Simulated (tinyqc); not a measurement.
# Subthreshold parameters from three currents

Problem. Far below threshold and for Vds well above Vt the virtual-source current tends to I = Cinv n Vt vx0 exp((Vgs - VT0 + dl Vds + al Vt)/(n Vt)) per width, with constant n; the three currents follow this limit. Find n, dl and VT0.

Inputs (values chosen for the exercise):

| symbol | value | unit | meaning |
|---|---|---|---|
| T | 300 | K | temperature |
| Cinv | 3.16 | uF/cm^2 | inversion capacitance |
| vx0 | 1.84e7 | cm/s | velocity at the virtual source |
| al | 3.5 |  | threshold shift (in units of Vt) from weak to strong inversion |

Constants: q = 1.602176634e-19 C, kB = 1.380649e-23 J/K, Vt = kB T/q. Results are converted to the units shown.

I at (Vgs, Vds) = (-0.2, 0.3), (-0.11, 0.3) and (-0.2, 0.8) V (nA/um): [0.0063559268, 0.12781146, 0.015379956]

Solution. The first two currents differ in Vgs alone and give n; the first and third differ in Vds alone and give dl; the size of the first then gives VT0.

n = 1.160
dl = 0.05300 V/V
VT0 = 0.4200 V

Numbers from tinyqc (`OMP_NUM_THREADS=1 python tinyqc.py 2380126 2380127 out.jsonl`; about 0.01 s on one thread of a shared Intel Xeon 2.30GHz).
